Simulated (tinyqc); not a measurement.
Comparisons within one model: configuration-coordinate model of carrier capture at a defect. A value that a table varies takes the place of the one given here.

Two parabolas of equal curvature k in one coordinate Q: with the carrier free at the band edge, U_f = k Q^2/2; with the carrier trapped, U_t = k (Q - dQ)^2/2 - ET. ER = k dQ^2/2, Huang-Rhys factor S = ER/hw, hw = 0.0646541 sqrt(k/M) eV for k in eV/angstrom^2 and M in u. The curves cross at a height Eb = (ER - ET)^2/(4 ER) above the free minimum.

Multiphonon factor for giving p = ET/hw phonons to the lattice: W = exp(-S (2 nb + 1)) ((nb + 1)/nb)^(p/2) I_p(x), nb = 1/(exp(hw/kT) - 1), x = 2 S sqrt(nb (nb + 1)), I_p the modified Bessel function. Classical limit: W = hw exp(-Eb/kT)/sqrt(4 pi ER kT). At T = 0: exp(-S) S^p/Gamma(p + 1).

Constants: kB = 8.617333262e-05 eV/K.

Inputs chosen for the exercise (of the size met at a DX centre in AlGaAs; shifted at random, so the results belong to these values and not to a real crystal): ET = 0.1 eV (thermal depth of the level below the band edge); ER = 0.69 eV (relaxation energy); hw = 0.01 eV (phonon energy of the mode); T = 200 K (temperature).

## Capture against temperature

The local activation energy is -d ln W/d(1/kT), by central differences with T changed by 1 %.

Against T:
```
T (K)  kT/hw  log10 W  log10 W, classical  activation energy (eV)
40     0.345  -14.088             -17.129                  0.0615
60     0.517  -10.905             -11.920                  0.0899
80     0.689   -8.883              -9.334                  0.1023
120    1.034   -6.633              -6.773                  0.1113
160    1.379   -5.450              -5.511                  0.1136
220    1.896   -4.473              -4.497                  0.1136
300    2.585   -3.784              -3.794                  0.1115
400    3.447   -3.322              -3.327                  0.1079
550    4.740   -2.961              -2.963                  0.1019
```

log10 W at T = 0 = -18.138
Eb = 0.1261 eV

At 40 K log10 W is -14.09, against -18.14 at T = 0 and -17.1 classically; at 550 K the two forms differ by 0.00. The activation energy read from an Arrhenius plot goes from 0.062 eV at 40 K to 0.102 at 550 K, with its largest value 0.114 at 160 K, against Eb = 0.126 eV; the classical form itself gives Eb - kT/2. A measured slope therefore understates the barrier.

## Capture against depth of the level

ET is varied at fixed ER, hw and T, as by moving the band edge with alloying or pressure.

Against ET:
```
ET/ER  ET (eV)  Eb (eV)  log10 W  log10 W, classical
0.10     0.069   0.1397   -5.075              -5.108
0.25     0.172   0.0970   -4.003              -4.032
0.50     0.345   0.0431   -2.656              -2.674
0.75     0.517   0.0108   -1.855              -1.859
1.00     0.690   0.0000   -1.593              -1.587
1.25     0.863   0.0108   -1.860              -1.859
1.50     1.035   0.0431   -2.645              -2.674
2.00     1.380   0.1725   -5.715              -5.934
3.00     2.070   0.6900  -17.433             -18.974
```

Capture is fastest at ET/ER = 1 among these rows, where the barrier vanishes or nearly so. The classical form is symmetric about ET = ER; the quantum one gives -2.66 at 0.5 and -2.65 at 1.5, against -2.67 for both. At ET = 3 ER it lies 1.5 decades above the classical value: deep levels capture by emitting many phonons, and the rate falls with depth by 17.0 decades per eV between the last two rows. Rows deeper than the gap of the host are formal.

## What each parameter does

Eb, log10 W and the full width 2.35482 sqrt(ER hw coth(hw/2kT)). Each row changes one parameter from the base and keeps the others.

Results:
```
case           Eb (eV)  log10 W  full width (eV)
base            0.1261   -4.733           0.3682
ET = 0.14 eV    0.1096   -4.318           0.3682
ER = 0.74 eV    0.1384   -5.055           0.3813
hw = 0.012 eV   0.1261   -4.640           0.3704
T = 230 K       0.1261   -4.360           0.3935
```

The largest shifts from the base row, up to three for each result and ties (the steps differ in size, so this ranks the rows, not the parameters). Eb (eV): ET -0.0165, ER +0.0123; unchanged at the printed digits by hw and T. log10 W: ET +0.415, T +0.374, ER -0.322. full width (eV): T +0.0253, ER +0.0131, hw +0.0022; unchanged at the printed digits by ET.

Program tinyqc; command `OMP_NUM_THREADS=1 python tinyqc.py 1482147 1482148 out.jsonl`; about 0.01 s on one thread of a shared Intel(R) Xeon(R) Processor @ 2.30GHz.
